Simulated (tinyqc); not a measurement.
Range and order of the fit: effective mass of the conduction band from tabulated energies.

c = hbar^2/2m0. A uniform scatter of up to 1 meV has been added to mimic numerical noise.
Constants: hbar^2/2m0 = 3.80998211 eV angstrom^2.

Energies along [111], from the band edge:

| k (1/angstrom) | E (meV) |
|---|---|
| 0.000000 | 0.00000 |
| 0.009200 | 4.30260 |
| 0.018400 | 18.99320 |
| 0.027600 | 43.29910 |
| 0.036800 | 73.31910 |
| 0.046000 | 113.36330 |
| 0.055200 | 157.42160 |
| 0.064400 | 206.82920 |
| 0.073600 | 260.48040 |

reference mass (curvature of the model at k = 0.0001 1/angstrom) = 0.066000 m0

Least-squares fits of E = a k^2 (+ b k^4 + d k^6) over points 1 to n, and the line y = c k^2/E against E; errors of m against the reference.

Results:

| n | E at point n (meV) | one term (%) | two terms (%) | three terms (%) | line (%) | rms residual, one term (meV) |
|---|---|---|---|---|---|---|
| 3 | 43.3 | 1.89 | 5.46 | 19.58 | 12.27 | 0.315 |
| 4 | 73.3 | 5.27 | -1.53 | 9.06 | 8.66 | 0.938 |
| 5 | 113.4 | 6.84 | 1.47 | -2.22 | 7.11 | 1.105 |
| 6 | 157.4 | 9.58 | 0.92 | 1.20 | 5.87 | 2.179 |
| 7 | 206.8 | 12.66 | 1.21 | 0.73 | 4.96 | 3.678 |
| 8 | 260.5 | 16.00 | 1.96 | 0.31 | 4.27 | 5.592 |

What does the comparison show?

The error of the parabola goes from +1.89 to +16.00 % as the range widens, and at n = 8 its residual, 5.59 meV, is only 2.1 % of the top energy: a small residual does not vouch for the mass. Over the full range (n = 8) the best form is three terms (0.31 %); the line errs by +12.27 % at n = 3 and +4.27 % at n = 8. Many terms on few points amplify the scatter: three terms err by +19.6 % at n = 3 but by +0.3 % at n = 8.

Run: tinyqc, `OMP_NUM_THREADS=1 python tinyqc.py 1880943 1880944 out.jsonl`; Intel(R) Xeon(R) Processor @ 2.30GHz, one thread, shared host; about 0.01 s of CPU time with all checks.
